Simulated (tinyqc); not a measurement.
Inside a calculation: configuration-coordinate model of carrier capture at a defect. Values are carried at full precision from step to step, so a last printed digit may differ when a step is redone from the rounded ones.

Two parabolas of equal curvature k in one coordinate Q: with the carrier free at the band edge, U_f = k Q^2/2; with the carrier trapped, U_t = k (Q - dQ)^2/2 - ET. ER = k dQ^2/2, Huang-Rhys factor S = ER/hw, hw = 0.0646541 sqrt(k/M) eV for k in eV/angstrom^2 and M in u. The curves cross at a height Eb = (ER - ET)^2/(4 ER) above the free minimum.

Constants: kB = 8.617333262e-05 eV/K.

Parameters, chosen for this exercise (of the size met at a DX centre in AlGaAs; shifted at random, so the results belong to these values and not to a real crystal): ET = 0.14 eV (thermal depth of the level below the band edge); ER = 0.66 eV (relaxation energy); hw = 0.012 eV (phonon energy of the mode); M = 16 u (mass of the mode); T = 350 K (temperature); nu = 1e+11 1/s (attempt rate).

## The two parabolas

Form S, k, dQ, the crossing point Qc = (ER - ET)/(k dQ), Eb, and the emission barrier Eb + ET.

S = 55.000
k = 0.5512 eV/angstrom^2
dQ = 1.5475 angstrom
Qc = 0.6096 angstrom

barriers (eV): capture 0.1024, emission 0.2424

ER > ET: the crossing lies between the two minima (large relaxation); at Q = 0 the trapped level lies above the band edge.

## Optical transitions

Vertical ionisation from the trapped minimum costs ET + ER; vertical capture from the free minimum releases ET - ER (none if negative); the band has a standard deviation sqrt(S hw^2 coth(hw/2kT)) with S = ER/hw, and a full width 2.35482 times that.

energies (eV): ionisation peak 0.800, zero-phonon 0.140, emission peak -0.520

coth(hw/2kT) = 5.0929
standard deviation = 0.2008 eV
full width = 0.4729 eV

Vertical capture would need energy: there is no luminescence peak (at most a tail of the broadened line), and a carrier freed by light must cross the barrier Eb to return or tunnel through it; where tunnelling is slow this gives persistent photoconductivity at low temperature. The optical peak exceeds the thermal depth by a factor 5.71.

## The multiphonon factor

Multiphonon factor for giving p = ET/hw phonons to the lattice: W = exp(-S (2 nb + 1)) ((nb + 1)/nb)^(p/2) I_p(x), nb = 1/(exp(hw/kT) - 1), x = 2 S sqrt(nb (nb + 1)), I_p the modified Bessel function. Classical limit: W = hw exp(-Eb/kT)/sqrt(4 pi ER kT). At T = 0: exp(-S) S^p/Gamma(p + 1).

Form p, nb, x and ln W, the classical ln W, and the capture time 1/(nu W).

p, nb, x: [11.6667, 2.0465, 274.6576]

ln W: quantum -7.106, classical -7.126

capture time = 1.22e-08 s

The quantum factor is 1.02 times the classical one at kT/hw = 2.51: the two agree.

## Emission by detailed balance

For equal degeneracies and one band-edge state, emission time = capture time x exp(ET/kT).

ET/kT = 4.642
log10 of the emission time in s = -5.90

## Checks

- Ln W for the nearest whole p against the double Poisson sum over emitted and absorbed phonons: both -7.05434.

(tinyqc, `OMP_NUM_THREADS=1 python tinyqc.py 1450729 1450730 out.jsonl`, Intel(R) Xeon(R) Processor @ 2.30GHz, 1 thread, shared host, about 0.01 s.)
